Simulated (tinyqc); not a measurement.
One anharmonic mode: perturbation theory, self-consistent phonons and exact levels: one step, computed by the program tinyqc.

V(x) = k x^2/2 + b x^4 for one coordinate x of mass M. A constant K > 0 gives hbar Omega = sqrt((hbar^2/u) K/M) with K in eV/angstrom^2 and M in u.

Task: Harmonic values and first-order shift. <x^2> = (hbar Omega/(2K)) coth(hbar Omega/(2 k_B T)) at K = k; first order in b shifts the quantum by 6 b <x^2> hbar Omega/k.

Inputs (values chosen for the exercise, for a model mode): mode mass M = 17.6 u; harmonic constant k = 0.576 eV/angstrom^2; quartic constant b = 0.628 eV/angstrom^4; temperature T = 230 K.

Shape: single well.

Constants: hbar^2/u = 4.18015928e-03 eV angstrom^2; k_B = 8.617333262e-05 eV/K.

Give: harmonic quantum; harmonic <x^2>; first-order shift.

Result:

harmonic quantum = 11.70 meV

harmonic <x^2> = 0.03540 angstrom^2

first-order shift = 2.709 meV
